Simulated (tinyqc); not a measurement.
Lattice vibrations of a chain, step by step. One step of it, computed by the program tinyqc.

Problem. Frequencies. omega^2 are the eigenvalues; wavenumber = 521.4708 sqrt(eigenvalue) 1/cm.

D(q) (eV/(angstrom^2 u)), lower triangle (Hermitian):
```
                     1                    2         3
1             0.568182
2  -0.277466-0.036316i             0.736655
3   0.029478-0.350799i  -0.283136-0.046021i  0.843066
```

Give: eigenvalues; wavenumbers; weights |e|^2 of the mass-weighted modes.

Solution.

eigenvalues: 0.1455  0.7570  1.2454

wavenumbers (1/cm): 198.9  453.7  582.0

weights |e|^2 of the mass-weighted modes:
```
        mode 1  mode 2  mode 3
atom 1  0.4908  0.2813  0.2279
atom 2  0.2541  0.4693  0.2765
atom 3  0.2551  0.2493  0.4956
```
